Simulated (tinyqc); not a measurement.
From results to parameters: Hueckel model of a polar double bond. Computed by the program tinyqc.

Problem. A C=X pi bond in Hueckel theory has H_XX = alpha + h beta, H_CC = alpha and H_CX = k beta, with two electrons. Find h, k, the charge on carbon and the bond order.

x values of the two levels (E = alpha + x beta): 1.158469  -0.668469

Solution. The sum of the x values is h and their product is -k^2; the charge on carbon is h/sqrt(h^2 + 4k^2) and the bond order 2k/sqrt(h^2 + 4k^2).

h, k: 0.4900  0.8800
charge on carbon, bond order: 0.2682  0.9634
